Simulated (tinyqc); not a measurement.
Inside a calculation. Method: CIS on RHF in the sto-3g basis, for H6, spin multiplicity 1. Computed by tinyqc, a small Python program that keeps every step (integrals from PySCF). Settings: charge = 0, multiplicity = 1, basis = sto-3g, method = RHF, energy threshold = 1e-10, iteration cap = 85, orthogonalisation = canonical, start = Wolfsberg-Helmholz matrix, DIIS depth = 6. Command: `OMP_NUM_THREADS=1 python tinyqc.py 21953 21954 out.jsonl` (the two numbers bound the seeds that draw the settings). One thread of a shared host (Intel(R) Xeon(R) Processor @ 2.60GHz), about 0.09 s of CPU time with the checks. The early iterations of the SCF are left out here.

## One-electron integrals

Geometry (angstrom):

| atom | x | y | z |
|---|---|---|---|
| H | 0.0000 | 0.0000 | 0.0000 |
| H | 0.0000 | 0.0000 | 0.9560 |
| H | 0.0000 | 0.0000 | 2.0350 |
| H | 0.0000 | 0.0000 | 2.9900 |
| H | 0.0000 | 0.0000 | 4.0690 |
| H | 0.0000 | 0.0000 | 5.0250 |

Basis sto-3g: exponents (1/bohr^2) and contraction coefficients of normalised primitives:

| element | l (shell) | exponent | coefficient |
|---|---|---|---|
| H | s (1) | 3.4253 | 0.1543 |
| H | s (1) | 0.6239 | 0.5353 |
| H | s (1) | 0.1689 | 0.4446 |

Overlap, kinetic and nuclear-attraction integrals over the contracted functions; the nuclear repulsion is the sum of Za Zb / Rab.

nuclear repulsion = 4.571816 hartree

overlap S:
```
        1H 1s   2H 1s   3H 1s   4H 1s   5H 1s   6H 1s
1H 1s  1.0000  0.5228  0.1125  0.0187  0.0015  0.0001
2H 1s  0.5228  1.0000  0.4512  0.1127  0.0143  0.0015
3H 1s  0.1125  0.4512  1.0000  0.5234  0.1127  0.0187
4H 1s  0.0187  0.1127  0.5234  1.0000  0.4512  0.1125
5H 1s  0.0015  0.0143  0.1127  0.4512  1.0000  0.5228
6H 1s  0.0001  0.0015  0.0187  0.1125  0.5228  1.0000
```

kinetic energy T (hartree):
```
         1H 1s    2H 1s    3H 1s    4H 1s    5H 1s    6H 1s
1H 1s   0.7600   0.1285  -0.0105  -0.0067  -0.0010  -0.0001
2H 1s   0.1285   0.7600   0.0846  -0.0105  -0.0057  -0.0010
3H 1s  -0.0105   0.0846   0.7600   0.1289  -0.0105  -0.0067
4H 1s  -0.0067  -0.0105   0.1289   0.7600   0.0846  -0.0105
5H 1s  -0.0010  -0.0057  -0.0105   0.0846   0.7600   0.1285
6H 1s  -0.0001  -0.0010  -0.0067  -0.0105   0.1285   0.7600
```

nuclear attraction V (hartree):
```
         1H 1s    2H 1s    3H 1s    4H 1s    5H 1s    6H 1s
1H 1s  -2.4322  -1.2832  -0.2687  -0.0438  -0.0034  -0.0002
2H 1s  -1.2832  -2.7994  -1.1829  -0.2838  -0.0343  -0.0034
3H 1s  -0.2687  -1.1829  -2.9368  -1.4381  -0.2838  -0.0438
4H 1s  -0.0438  -0.2838  -1.4381  -2.9368  -1.1829  -0.2687
5H 1s  -0.0034  -0.0343  -0.2838  -1.1829  -2.7994  -1.2832
6H 1s  -0.0002  -0.0034  -0.0438  -0.2687  -1.2832  -2.4322
```

core Hamiltonian H = T + V (hartree):
```
         1H 1s    2H 1s    3H 1s    4H 1s    5H 1s    6H 1s
1H 1s  -1.6722  -1.1547  -0.2791  -0.0506  -0.0045  -0.0003
2H 1s  -1.1547  -2.0394  -1.0984  -0.2943  -0.0400  -0.0045
3H 1s  -0.2791  -1.0984  -2.1768  -1.3092  -0.2943  -0.0506
4H 1s  -0.0506  -0.2943  -1.3092  -2.1768  -1.0984  -0.2791
5H 1s  -0.0045  -0.0400  -0.2943  -1.0984  -2.0394  -1.1547
6H 1s  -0.0003  -0.0045  -0.0506  -0.2791  -1.1547  -1.6722
```

## Two-electron integrals

Functions are numbered as in S; the eight-fold symmetry (ij|kl) = (ji|kl) = (kl|ij) leaves the list below.

Two-electron integrals (ij|kl) in chemists' order, unique and non-zero (hartree):
```
(11|11) 0.7746     (21|11) 0.3301     (21|21) 0.1770     (22|11) 0.4926
(22|21) 0.3301     (22|22) 0.7746     (31|11) 0.0522     (31|21) 0.0311
(31|22) 0.0663     (31|31) 0.0065     (32|11) 0.1584     (32|21) 0.1091
(32|22) 0.2743     (32|31) 0.0269     (32|32) 0.1278     (33|11) 0.2593
(33|21) 0.1765     (33|22) 0.4531     (33|31) 0.0522     (33|32) 0.2743
(33|33) 0.7746     (41|11) 0.0067     (41|21) 0.0042     (41|22) 0.0096
(41|31) 0.0010     (41|32) 0.0044     (41|33) 0.0096     (41|41) 1.61e-04
(42|11) 0.0313     (42|21) 0.0211     (42|22) 0.0523     (42|31) 0.0055
(42|32) 0.0270     (42|33) 0.0665     (42|41) 0.0010     (42|42) 0.0065
(43|11) 0.1109     (43|21) 0.0723     (43|22) 0.1768     (43|31) 0.0211
(43|32) 0.1093     (43|33) 0.3306     (43|41) 0.0042     (43|42) 0.0312
(43|43) 0.1774     (44|11) 0.1770     (44|21) 0.1108     (44|22) 0.2594
(44|31) 0.0313     (44|32) 0.1584     (44|33) 0.4929     (44|41) 0.0067
(44|42) 0.0523     (44|43) 0.3306     (44|44) 0.7746     (51|11) 3.94e-04
(51|21) 2.58e-04   (51|22) 0.0006     (51|31) 6.73e-05   (51|32) 3.24e-04
(51|33) 0.0008     (51|41) 1.21e-05   (51|42) 7.98e-05   (51|43) 3.84e-04
(51|44) 0.0007     (51|51) 9.92e-07   (52|11) 0.0031     (52|21) 0.0020
(52|22) 0.0050     (52|31) 0.0006     (52|32) 0.0028     (52|33) 0.0075
(52|41) 1.06e-04   (52|42) 0.0007     (52|43) 0.0039     (52|44) 0.0075
(52|51) 9.33e-06   (52|52) 9.44e-05   (53|11) 0.0199     (53|21) 0.0125
(53|22) 0.0295     (53|31) 0.0035     (53|32) 0.0176     (53|33) 0.0523
(53|41) 0.0007     (53|42) 0.0053     (53|43) 0.0312     (53|44) 0.0665
(53|51) 6.74e-05   (53|52) 0.0007     (53|53) 0.0065     (54|11) 0.0680
(54|21) 0.0414     (54|22) 0.0935     (54|31) 0.0111     (54|32) 0.0540
(54|33) 0.1584     (54|41) 0.0023     (54|42) 0.0176     (54|43) 0.1093
(54|44) 0.2743     (54|51) 2.29e-04   (54|52) 0.0028     (54|53) 0.0270
(54|54) 0.1278     (55|11) 0.1301     (55|21) 0.0773     (55|22) 0.1700
(55|31) 0.0199     (55|32) 0.0935     (55|33) 0.2594     (55|41) 0.0040
(55|42) 0.0295     (55|43) 0.1768     (55|44) 0.4531     (55|51) 3.94e-04
(55|52) 0.0050     (55|53) 0.0523     (55|54) 0.2743     (55|55) 0.7746
(61|11) 2.12e-05   (61|21) 1.37e-05   (61|22) 3.27e-05   (61|31) 3.77e-06
(61|32) 1.87e-05   (61|33) 5.16e-05   (61|41) 7.28e-07   (61|42) 5.14e-06
(61|43) 2.75e-05   (61|44) 5.16e-05   (61|51) 6.47e-08   (61|52) 6.54e-07
(61|53) 5.14e-06   (61|54) 1.87e-05   (61|55) 3.27e-05   (62|11) 2.67e-04
(62|21) 1.68e-04   (62|22) 3.94e-04   (62|31) 4.62e-05   (62|32) 2.29e-04
(62|33) 0.0007     (62|41) 9.23e-06   (62|42) 6.74e-05   (62|43) 3.84e-04
(62|44) 0.0008     (62|51) 8.60e-07   (62|52) 9.33e-06   (62|53) 7.98e-05
(62|54) 3.24e-04   (62|55) 0.0006     (62|61) 6.47e-08   (62|62) 9.92e-07
(63|11) 0.0028     (63|21) 0.0017     (63|22) 0.0040     (63|31) 4.71e-04
(63|32) 0.0023     (63|33) 0.0067     (63|41) 9.58e-05   (63|42) 0.0007
(63|43) 0.0042     (63|44) 0.0096     (63|51) 9.23e-06   (63|52) 1.06e-04
(63|53) 0.0010     (63|54) 0.0044     (63|55) 0.0096     (63|61) 7.28e-07
(63|62) 1.21e-05   (63|63) 1.61e-04   (64|11) 0.0150     (64|21) 0.0090
(64|22) 0.0199     (64|31) 0.0023     (64|32) 0.0111     (64|33) 0.0313
(64|41) 4.71e-04   (64|42) 0.0035     (64|43) 0.0211     (64|44) 0.0522
(64|51) 4.62e-05   (64|52) 0.0006     (64|53) 0.0055     (64|54) 0.0269
(64|55) 0.0663     (64|61) 3.77e-06   (64|62) 6.73e-05   (64|63) 0.0010
(64|64) 0.0065     (65|11) 0.0610     (65|21) 0.0357     (65|22) 0.0773
(65|31) 0.0090     (65|32) 0.0414     (65|33) 0.1108     (65|41) 0.0017
(65|42) 0.0125     (65|43) 0.0723     (65|44) 0.1765     (65|51) 1.68e-04
(65|52) 0.0020     (65|53) 0.0211     (65|54) 0.1091     (65|55) 0.3301
(65|61) 1.37e-05   (65|62) 2.58e-04   (65|63) 0.0042     (65|64) 0.0311
(65|65) 0.1770     (66|11) 0.1053     (66|21) 0.0610     (66|22) 0.1301
(66|31) 0.0150     (66|32) 0.0680     (66|33) 0.1770     (66|41) 0.0028
(66|42) 0.0199     (66|43) 0.1109     (66|44) 0.2593     (66|51) 2.67e-04
(66|52) 0.0031     (66|53) 0.0313     (66|54) 0.1584     (66|55) 0.4926
(66|61) 2.12e-05   (66|62) 3.94e-04   (66|63) 0.0067     (66|64) 0.0522
(66|65) 0.3301     (66|66) 0.7746
```

## Orthogonalisation

S = U s U^T; canonical form X = U s^(-1/2), so that X^T S X = 1. Each column of U has its largest component positive (the first on a tie).

eigenvalues of S: 0.2587  0.3841  0.6047  1.1028  1.5988  2.0509

X:
```
             1        2        3        4        5       6
1H 1s   0.4275  -0.6593   0.6267   0.4862   0.3669  0.1879
2H 1s  -0.7978   0.8625  -0.3780   0.2005   0.3946  0.2879
3H 1s   1.0551  -0.3510  -0.5397  -0.4205   0.1497  0.3545
4H 1s  -1.0551  -0.3510   0.5397  -0.4205  -0.1497  0.3545
5H 1s   0.7978   0.8625   0.3780   0.2005  -0.3946  0.2879
6H 1s  -0.4275  -0.6593  -0.6267   0.4862  -0.3669  0.1879
```

## Starting guess

The start is the generalised Wolfsberg-Helmholz matrix (K = 1.75) built on H; D = 2 C_occ C_occ^T.

D at the start:
```
         1H 1s    2H 1s    3H 1s    4H 1s    5H 1s    6H 1s
1H 1s   0.5866   0.5720  -0.1618  -0.3888   0.0908   0.3095
2H 1s   0.5720   0.7431   0.1858  -0.2082  -0.0922   0.0908
3H 1s  -0.1618   0.1858   0.7226   0.5367  -0.2082  -0.3888
4H 1s  -0.3888  -0.2082   0.5367   0.7226   0.1858  -0.1618
5H 1s   0.0908  -0.0922  -0.2082   0.1858   0.7431   0.5720
6H 1s   0.3095   0.0908  -0.3888  -0.1618   0.5720   0.5866
```

## Iteration 7 (converged): orbitals

converged F (hartree):
```
         1H 1s    2H 1s    3H 1s    4H 1s    5H 1s    6H 1s
1H 1s  -0.2643  -0.4973  -0.1468  -0.0094   0.0013  -0.0069
2H 1s  -0.4973  -0.3494  -0.3717  -0.1459  -0.0216   0.0013
3H 1s  -0.1468  -0.3717  -0.3557  -0.5041  -0.1459  -0.0094
4H 1s  -0.0094  -0.1459  -0.5041  -0.3557  -0.3717  -0.1468
5H 1s   0.0013  -0.0216  -0.1459  -0.3717  -0.3494  -0.4973
6H 1s  -0.0069   0.0013  -0.0094  -0.1468  -0.4973  -0.2643
```

Diagonalise F' = X^T F X, C = X C', fill 3 alpha and 3 beta electrons from the bottom; D = 2 C_occ C_occ^T. Each column has its largest component positive (the first on a tie).

F' = X^T F X (hartree):
```
        1        2        3        4        5        6
1  1.0116   0.0000   0.0222   0.0000   0.0381   0.0000
2  0.0000   0.6109   0.0000  -0.0780   0.0000   0.0061
3  0.0222   0.0000   0.2647   0.0000  -0.0025   0.0000
4  0.0000  -0.0780   0.0000  -0.3532   0.0000   0.0104
5  0.0381   0.0000  -0.0025   0.0000  -0.5370   0.0000
6  0.0000   0.0061   0.0000   0.0104   0.0000  -0.6569
```

orbital energies (hartree): MO1 -0.6573, MO2 -0.5380, MO3 -0.3591, MO4 0.2641, MO5 0.6172, MO6 1.0132

coefficients C:
```
          MO1      MO2      MO3      MO4      MO5      MO6
1H 1s  0.1750   0.3586   0.4384   0.6122  -0.6953   0.4547
2H 1s  0.2744   0.4127   0.2791  -0.3561   0.8448  -0.7987
3H 1s  0.3718   0.1216  -0.4341  -0.5712  -0.3147   1.0421
4H 1s  0.3718  -0.1216  -0.4341   0.5712  -0.3147  -1.0421
5H 1s  0.2744  -0.4127   0.2791   0.3561   0.8448   0.7987
6H 1s  0.1750  -0.3586   0.4384  -0.6122  -0.6953  -0.4547
```

D after iteration 7:
```
         1H 1s    2H 1s    3H 1s    4H 1s    5H 1s    6H 1s
1H 1s   0.7029   0.6368  -0.1633  -0.3377   0.0447   0.1884
2H 1s   0.6368   0.6470   0.0621  -0.1386  -0.0343   0.0447
3H 1s  -0.1633   0.0621   0.6828   0.6237  -0.1386  -0.3377
4H 1s  -0.3377  -0.1386   0.6237   0.6828   0.0621  -0.1633
5H 1s   0.0447  -0.0343  -0.1386   0.0621   0.6470   0.6368
6H 1s   0.1884   0.0447  -0.3377  -0.1633   0.6368   0.7029
```

## Convergence

Stop when the energy changes by less than 1e-10 hartree and every element of the error matrix X^T (F D S - S D F) X is below 3e-06.

Course of the cycle:

| iteration | E (hartree) | change | largest element of the error matrix |
|---|---|---|---|
| 1 | -3.145959 | - | 2.04e-01 |
| 2 | -3.177410 | -3.15e-02 | 4.20e-02 |
| 3 | -3.179301 | -1.89e-03 | 9.44e-03 |
| 4 | -3.179477 | -1.76e-04 | 3.83e-04 |
| 5 | -3.179477 | -6.45e-08 | 1.99e-05 |
| 6 | -3.179477 | -3.58e-10 | 1.64e-06 |
| 7 | -3.179477 | -2.75e-12 | 1.12e-08 |

PySCF RHF in the same basis = -3.179477 hartree

Converged in 7 iterations.

## Populations, bond orders and dipole

Mulliken: Z minus the diagonal of D S on the atom; Loewdin: the same with S^(1/2) D S^(1/2); Mayer order: 2 sum_s sum (D(s) S)_ij (D(s) S)_ji over the two atoms.

Charges (e):

| atom | Mulliken | Loewdin |
|---|---|---|
| 1H | -0.0112 | -0.0240 |
| 2H | 0.0081 | 0.0205 |
| 3H | 0.0030 | 0.0035 |
| 4H | 0.0030 | 0.0035 |
| 5H | 0.0081 | 0.0205 |
| 6H | -0.0112 | -0.0240 |

Mayer bond orders:

| pair | order |
|---|---|
| 2-1 | 0.8749 |
| 3-1 | -0.0015 |
| 3-2 | 0.1235 |
| 4-1 | 0.0972 |
| 4-2 | -0.0014 |
| 4-3 | 0.7823 |
| 5-1 | -2.33e-04 |
| 5-2 | 0.0032 |
| 5-3 | -0.0014 |
| 5-4 | 0.1235 |
| 6-1 | 0.0295 |
| 6-2 | -2.33e-04 |
| 6-3 | 0.0972 |
| 6-4 | -0.0015 |
| 6-5 | 0.8749 |

dipole moment about the origin, x y z (debye): 0.0000  0.0000  0.0000

## Integrals over molecular orbitals

(pq|rs) = sum C_ip C_jq C_kr C_ls (ij|kl), one index at a time.

one-electron integrals over orbitals h = C^T H C (hartree):
```
         1        2        3        4        5        6
1  -2.2558   0.0000   0.1433   0.0000  -0.0693   0.0000
2   0.0000  -2.0191   0.0000   0.1950   0.0000   0.0487
3   0.1433   0.0000  -1.9221   0.0000  -0.1641   0.0000
4   0.0000   0.1950   0.0000  -1.6578   0.0000   0.1522
5  -0.0693   0.0000  -0.1641   0.0000  -1.3599   0.0000
6   0.0000   0.0487   0.0000   0.1522   0.0000  -1.2117
```

Two-electron integrals over orbitals (pq|rs), unique and non-zero (hartree):
```
(11|11) 0.4224    (21|21) 0.1298    (22|11) 0.3372    (22|22) 0.3790
(31|11) -0.0805   (31|22) 0.0383    (31|31) 0.1118    (32|21) 0.1100
(32|32) 0.1329    (33|11) 0.3717    (33|22) 0.3452    (33|31) -0.0294
(33|33) 0.3738    (41|21) -0.0462   (41|32) 0.0111    (41|41) 0.0810
(42|11) -0.0718   (42|22) -0.0057   (42|31) 0.0575    (42|33) -0.0079
(42|42) 0.0816    (43|21) 0.0759    (43|32) 0.0761    (43|41) -0.0121
(43|43) 0.0945    (44|11) 0.3754    (44|22) 0.3479    (44|31) -0.0285
(44|33) 0.3662    (44|42) -0.0189   (44|44) 0.3809    (51|11) 0.0063
(51|22) 0.0336    (51|31) 0.0300    (51|33) -0.0145   (51|42) -0.0324
(51|44) -0.0046   (51|51) 0.0525    (52|21) 0.0360    (52|32) -0.0011
(52|41) -0.0543   (52|43) -0.0364   (52|52) 0.0870    (53|11) 0.0770
(53|22) 0.0092    (53|31) -0.0608   (53|33) 0.0204    (53|42) -0.0763
(53|44) 0.0166    (53|51) 0.0256    (53|53) 0.0822    (54|21) -0.1123
(54|32) -0.1266   (54|41) -0.0010   (54|43) -0.0774   (54|52) -0.0023
(54|54) 0.1360    (55|11) 0.3547    (55|22) 0.3854    (55|31) 0.0273
(55|33) 0.3593    (55|42) -0.0117   (55|44) 0.3677    (55|51) 0.0326
(55|53) 0.0142    (55|55) 0.4110    (61|21) 0.0017    (61|32) -0.0211
(61|41) -0.0298   (61|43) 0.0445    (61|52) -0.0325   (61|54) 0.0183
(61|61) 0.0684    (62|11) -0.0095   (62|22) -0.0358   (62|31) -0.0279
(62|33) 0.0055    (62|42) 0.0280    (62|44) 0.0075    (62|51) -0.0476
(62|53) -0.0299   (62|55) -0.0353   (62|62) 0.0498    (63|21) -0.0476
(63|32) 0.0034    (63|41) 0.0758    (63|43) -0.0141   (63|52) -0.0539
(63|54) -0.0037   (63|61) -0.0287   (63|63) 0.0808    (64|11) -0.0831
(64|22) 0.0308    (64|31) 0.1074    (64|33) -0.0317   (64|42) 0.0595
(64|44) -0.0328   (64|51) 0.0271    (64|53) -0.0621   (64|55) 0.0302
(64|62) -0.0274   (64|64) 0.1165    (65|21) -0.1329   (65|32) -0.1149
(65|41) 0.0471    (65|43) -0.0807   (65|52) -0.0375   (65|54) 0.1211
(65|61) -0.0024   (65|63) 0.0527    (65|65) 0.1502    (66|11) 0.4509
(66|22) 0.3609    (66|31) -0.0868   (66|33) 0.4001    (66|42) -0.0790
(66|44) 0.4088    (66|51) 0.0073    (66|53) 0.0868    (66|55) 0.3894
(66|62) -0.0113   (66|64) -0.0960   (66|66) 0.5082
```

## CIS matrix, singlets

A(ia,jb) = (e_a - e_i) d_ij d_ab + 2 (ia|jb) - (ij|ab).

CIS matrix A, singlet (hartree):
```
        1>4     1>5      1>6      2>4     2>5     2>6      3>4      3>5
1>4  0.7079  0.0000   0.0235   0.0000  0.0038  0.0000   0.0043   0.0000
1>5  0.0000  1.0248   0.0000   0.0475  0.0000  0.0377   0.0000   0.0239
1>6  0.0235  0.0000   1.3563   0.0000  0.0680  0.0000  -0.0185   0.0000
2>4  0.0000  0.0475   0.0000   0.6174  0.0000  0.0252   0.0000  -0.0260
2>5  0.0038  0.0000   0.0680   0.0000  0.9438  0.0000   0.0538   0.0000
2>6  0.0000  0.0377   0.0000   0.0252  0.0000  1.2900   0.0000   0.0550
3>4  0.0043  0.0000  -0.0185   0.0000  0.0538  0.0000   0.4460   0.0000
3>5  0.0000  0.0239   0.0000  -0.0260  0.0000  0.0550   0.0000   0.7813
3>6  0.0442  0.0000   0.0294   0.0000  0.0071  0.0000   0.0036   0.0000

        3>6
1>4  0.0442
1>5  0.0000
1>6  0.0294
2>4  0.0000
2>5  0.0071
2>6  0.0000
3>4  0.0036
3>5  0.0000
3>6  1.1336
```

## CIS singlet states

dipole integrals <i|r|a> (bohr):
```
          x       y        z
1>4  0.0000  0.0000  -0.0933
1>5  0.0000  0.0000   0.0000
1>6  0.0000  0.0000  -0.1752
2>4  0.0000  0.0000   0.0000
2>5  0.0000  0.0000   0.5481
2>6  0.0000  0.0000   0.0000
3>4  0.0000  0.0000  -2.2060
3>5  0.0000  0.0000   0.0000
3>6  0.0000  0.0000  -0.1056
```

Diagonalise A (1 hartree = 27.211386 eV); each vector has its largest component positive (the first on a tie). The transition dipole is mu = sqrt2 sum c_ia <i|r|a>.

singlet excitation energies (eV): 11.9572  16.4894  19.1238  21.2210  25.5581  27.8846  30.8504  35.4529  37.3464

lowest vectors:
```
     state 1  state 2  state 3  state 4  state 5  state 6
1>4  -0.0160   0.0000   0.9944   0.0000  -0.0001   0.0000
1>5   0.0000  -0.1167   0.0000  -0.0453   0.0000   0.9808
1>6   0.0287   0.0000  -0.0300   0.0000  -0.1540   0.0000
2>4   0.0000   0.9768   0.0000  -0.1840   0.0000   0.1013
2>5  -0.1096   0.0000  -0.0079   0.0000   0.9815   0.0000
2>6   0.0000  -0.0436   0.0000  -0.0930   0.0000  -0.1593
3>4   0.9934   0.0000   0.0156   0.0000   0.1127   0.0000
3>5   0.0000   0.1743   0.0000   0.9775   0.0000   0.0494
3>6  -0.0042   0.0000  -0.0999   0.0000  -0.0144   0.0000
```

oscillator strengths 2/3 w |mu|^2: 2.9783  0.0000  0.0125  0.0000  0.1265  0.0000

## CIS matrix, triplets

A(ia,jb) = (e_a - e_i) d_ij d_ab - (ij|ab).

CIS matrix A, triplet (hartree):
```
         1>4      1>5      1>6      2>4     2>5      2>6      3>4      3>5
1>4   0.5459   0.0000   0.0831   0.0000  0.1123   0.0000   0.0285   0.0000
1>5   0.0000   0.9197   0.0000   0.1123  0.0000   0.1329   0.0000  -0.0273
1>6   0.0831   0.0000   1.2195   0.0000  0.1329   0.0000  -0.1074   0.0000
2>4   0.0000   0.1123   0.0000   0.4542  0.0000  -0.0308   0.0000   0.1266
2>5   0.1123   0.0000   0.1329   0.0000  0.7698   0.0000   0.1266   0.0000
2>6   0.0000   0.1329   0.0000  -0.0308  0.0000   1.1903   0.0000   0.1149
3>4   0.0285   0.0000  -0.1074   0.0000  0.1266   0.0000   0.2569   0.0000
3>5   0.0000  -0.0273   0.0000   0.1266  0.0000   0.1149   0.0000   0.6170
3>6  -0.1074   0.0000   0.0868   0.0000  0.1149   0.0000   0.0317   0.0000

         3>6
1>4  -0.1074
1>5   0.0000
1>6   0.0868
2>4   0.0000
2>5   0.1149
2>6   0.0000
3>4   0.0317
3>5   0.0000
3>6   0.9721
```

## CIS triplet states

Diagonalise A (1 hartree = 27.211386 eV); each vector has its largest component positive (the first on a tie).

triplet excitation energies (eV): 5.6662  9.4908  12.4162  18.2778  21.6770  24.4971  27.1147  34.2986  35.5575

lowest vectors:
```
     state 1  state 2  state 3  state 4  state 5  state 6
1>4  -0.0458   0.0000   0.8799   0.0000   0.4106   0.0000
1>5   0.0000  -0.2187   0.0000  -0.0501   0.0000   0.9059
1>6   0.1389   0.0000  -0.0668   0.0000  -0.2311   0.0000
2>4   0.0000   0.8420   0.0000   0.4932   0.0000   0.2149
2>5  -0.2348   0.0000  -0.3765   0.0000   0.8189   0.0000
2>6   0.0000   0.1303   0.0000  -0.1475   0.0000  -0.3410
3>4   0.9606   0.0000  -0.0326   0.0000   0.2471   0.0000
3>5   0.0000  -0.4755   0.0000   0.8559   0.0000  -0.1295
3>6  -0.0268   0.0000   0.2803   0.0000  -0.2153   0.0000
```
